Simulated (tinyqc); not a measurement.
Worked calculation: extended Hueckel theory, for H3+. The parameters take no account of the charge, which enters only through the electron count. One step of it, computed by the program tinyqc.

Task: Mulliken analysis. P = C n C^T; charge = valence electrons (H 1) minus the sum of (P S)_ii on the atom; overlap population = 2 sum P_ij S_ij between two atoms.

coefficients:
```
            MO1        MO2        MO3
1H 1s  0.509972   0.000000   1.231032
2H 1s  0.392397   0.753026  -0.799943
3H 1s  0.392397  -0.753026  -0.799943
```

occupations: 2.000000  0.000000  0.000000

overlap S, lower triangle:
```
          1H 1s     2H 1s     3H 1s
1H 1s  1.000000
2H 1s  0.494180  1.000000
3H 1s  0.494180  0.118242  1.000000
```

Give: charges; Overlap populations.

Result:

charges: 1H 0.0843, 2H 0.4579, 3H 0.4579

Overlap populations:
```
pair     value
2-1   0.395565
3-1   0.395565
3-2   0.072826
```
